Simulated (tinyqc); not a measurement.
Grain growth, pinning, strength and diffusional creep of a polycrystal or thin film: one step, computed by the program tinyqc. Command: `OMP_NUM_THREADS=1 python tinyqc.py 3000624 3000625 out.jsonl grain walk`. One thread of a shared host (Intel(R) Xeon(R) Processor @ 2.30GHz), about 0.01 s of CPU time with the checks.

One mean grain size d describes the structure.

Task: Yield stress. Hall-Petch term k_y/sqrt(d). Orowan term 3.06 x 0.4 G b ln(2 rbar/b)/(pi lambda sqrt(1 - nu)) with nu = 1/3, rbar = sqrt(2/3) r, lambda = rbar (sqrt(pi/f) - 2). The terms are added to sigma_0.

Inputs (values chosen for the exercise, for a model solid):
```
quantity                    value       unit
shear modulus G               139        GPa
Burgers vector b            2.741   angstrom
anneal temperature T         1793          K
particle volume fraction f   0.01          -
particle radius r              19         nm
friction stress sigma_0       680        MPa
Hall-Petch slope k_y          0.9  MPa m^0.5
```

Sample: bulk.

grain size d = 23.36179 nm

Give: Hall-Petch term; Orowan term; yield stress.

Result:

Hall-Petch term = 5888 MPa

Orowan term = 352.4 MPa

yield stress = 6921 MPa

Caution: below about 30 nm grains hold no pile-ups and the Hall-Petch line bends over.
